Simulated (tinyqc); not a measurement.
Scattering mobility, thermal velocity and mass from two apparent mobilities.

Inverse problem. 1/mu_app = 1/mu_0 + 1/mu_B with the ballistic mobility mu_B = vT L/(2 Vt) and vT = sqrt(2 kB T/(pi m)) (non-degenerate carriers); the mean free path is 2 Vt mu_0/vT. Find mu_0, vT, m and the mean free path.

Values chosen for this exercise:
```
symbol  value  unit      meaning
T         300     K  temperature
```

Constants: q = 1.602176634e-19 C, kB = 1.380649e-23 J/K, m0 = 9.1093837015e-31 kg, Vt = kB T/q. Results are converted to the units shown.

apparent mobility at L = 25 and 100 nm (cm^2/(V s)): [484.55624, 746.20640]

Solution. 1/mu_app is linear in 1/L: the slope is 2 Vt/vT and the intercept 1/mu_0.

mu_0 = 910 cm^2/(V s)
vT = 2.14e7 cm/s
m = 0.0630 m0
mean free path = 22.0 nm

Computed by the program tinyqc: `OMP_NUM_THREADS=1 python tinyqc.py 2380120 2380121 out.jsonl`, one thread of a shared Intel Xeon 2.30GHz, about 0.02 s for the whole run.
